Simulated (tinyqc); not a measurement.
Small-signal admittance of a forward-biased p+-n diode: two steps of the calculation.

Holes injected into a neutral base of width wb with an ohmic contact at its end; low injection, p0 far above the equilibrium density. A small voltage v exp(i w t), w = 2 pi f, modulates the edge density by p0 v/Vt, and the small-signal density obeys Dp d2p/dx2 = (1/tau + i w) p.

Inputs (values chosen for the exercise); permittivity close to that of 4H silicon carbide:
```
symbol,value,unit,meaning
T,300,K,temperature
eps_r,9.7,,relative permittivity
Nd,7e15,cm^-3,donor density of the base
Dp,2.8,cm^2/s,hole diffusion coefficient
tau,1e-6,s,hole lifetime
wb,18,um,width of the neutral base
p0,1e14,cm^-3,excess hole density at the junction edge
Na,9e19,cm^-3,acceptor density of the p+ side
f,10000,Hz,signal frequency
```

Constants: q = 1.602176634e-19 C, kB = 1.380649e-23 J/K, Vt = kB T/q, eps0 = 8.8541878128e-14 F/cm where lengths are in cm. Results are converted to the units shown.

Problem 1. Closed-form admittance. L = sqrt(Dp tau); direct current J = (q Dp p0/L) coth(wb/L); k = sqrt(1 + i w tau)/L; diffusion admittance Y = (q Dp p0/Vt) k coth(k wb) = G + i w C_diff; junction capacitance C_j = sqrt(q eps0 eps_r Nd/(2 Vr)) in the depletion approximation, with the remaining barrier Vr = Vt ln(Na/p0), a rough value under forward bias; base-width modulation is left out.

Wanted: L; J; k wb; Y; C_diff; C_j.

Solution 1.

L = 16.73 um
J = 0.03387 A/cm^2
k wb = 1.076+0.034i
Y = 1.310+0.020i S/cm^2
C_diff = 0.3227 uF/cm^2
C_j = 0.03686 uF/cm^2

G is 1.00 times its low-frequency value J/Vt, and C_diff is 8.75 times C_j.

Problem 2. The same by finite differences. 6 equal intervals, h = wb/6; u = small-signal density over its edge value, u_0 = 1, u_6 = 0; u_(i-1) + b u_i + u_(i+1) = 0 with b = -2 - h^2 (1/tau + i w)/Dp; Y = (q Dp p0/(Vt h)) (-b/2 - u_1), which includes the half box at the edge.

Wanted: b; u; Y on the mesh.

Solution 2.

b = -2.032-0.002i
u, node 1 to 5: [0.7885-0.0026i, 0.6024-0.0036i, 0.4356-0.0036i, 0.2828-0.0028i, 0.1392-0.0015i]
Y on the mesh = 1.316+0.021i S/cm^2

Numbers from tinyqc (`OMP_NUM_THREADS=1 python tinyqc.py 2890164 2890165 out.jsonl`; about 0.01 s on one thread of a shared Intel Xeon 2.30GHz).
